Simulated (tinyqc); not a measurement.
Transparency density and B against temperature: optical gain and spontaneous emission in a bulk direct-gap semiconductor.

Parabolic bands, vertical transitions, no excitons. For each hole band j: mr = me mj/(me + mj); joint density of states J_j(E) = (mr/c)^(3/2) sqrt(E - Eg)/(2 pi^2), both spins, c = hbar^2/2m0; averaged matrix element |e.p|^2 = m0 Ep/6; alpha_j(E) = 4 pi^2 alpha_f c Ep J_j/(3 nr E) in 1/angstrom (alpha_f the fine-structure constant, listed as alpha among the constants), times 1e8 for 1/cm.

F_j(eta) = (1/Gamma(j + 1)) integral_0^infinity x^j dx/(1 + exp(x - eta)), which tends to exp(eta) for eta << 0.

Quasi-Fermi levels: n = Nc F_1/2(Fc/kT) and p = Nv F_1/2(Fv/kT), Fc counted up from the conduction edge and Fv down from the valence edge; Nc, Nv from N = 2 (m kB T/(4 pi c))^(3/2) with c = hbar^2/2m0, in 1/angstrom^3; times 1e24 for 1/cm^3, with me and (mhh^(3/2) + mlh^(3/2))^(2/3).

For band j the electron sits at Ee = (E - Eg) mr/me above its edge and the hole at Eh = (E - Eg) mr/mj; fe = 1/(1 + exp((Ee - Fc)/kT)), fh = 1/(1 + exp((Eh - Fv)/kT)); gain g = sum_j alpha_j (fe + fh - 1).

Spontaneous rate: R = integral of (nr E/(hbar c))^2/(pi^2 hbar) sum_j alpha_j fe fh dE, with alpha in 1/cm and (nr E/(hbar c))^2 in 1/cm^2 (1e16 per 1/angstrom^2); B = R/(n p); lifetime n/R.

Constants: hbar^2/2m0 = 3.80998211 eV angstrom^2; fine-structure constant alpha = 0.007297352564; kB = 8.617333262e-05 eV/K; hbar = 6.58211957e-16 eV s; hbar c = 1973.269805 eV angstrom.

Values chosen for the exercise (near those of InGaAs; not measured data):
- Eg = 0.772 eV (direct gap)
- me = 0.0402 m0 (electron mass)
- mhh = 0.453 m0 (heavy-hole mass)
- mlh = 0.0512 m0 (light-hole mass)
- Ep = 23.1 eV (Kane energy)
- nr = 3.57 (refractive index)

Eg is held fixed; B is taken at n = 1e15 1/cm^3.

Results:

| T (K) | transparency density (1/cm^3) | Fc/kT there | B (cm^3/s) |
|---|---|---|---|
| 100 | 1.34e+17 | 2.402 | 7.95e-10 |
| 150 | 2.46e+17 | 2.402 | 4.36e-10 |
| 200 | 3.79e+17 | 2.402 | 2.86e-10 |
| 300 | 6.97e+17 | 2.402 | 1.58e-10 |
| 350 | 8.78e+17 | 2.402 | 1.27e-10 |
| 400 | 1.07e+18 | 2.402 | 1.04e-10 |
| 500 | 1.50e+18 | 2.402 | 7.59e-11 |

Give the missing row, T (K) = 250.

Computed row:
```
T (K)  transparency density (1/cm^3)  Fc/kT there  B (cm^3/s)
250                         5.30e+17        2.402    2.06e-10
```

Fc/kT at transparency stays at 2.402, since it depends on Nv/Nc alone, so the density goes as T^1.50. B goes as T^-1.46, against T^-1.5 for non-degenerate carriers: hot carriers spread over k and fewer pairs share a wave vector.

(tinyqc, `OMP_NUM_THREADS=1 python tinyqc.py 1680283 1680284 out.jsonl`, Intel(R) Xeon(R) Processor @ 2.30GHz, 1 thread, shared host, about 0.1 s.)
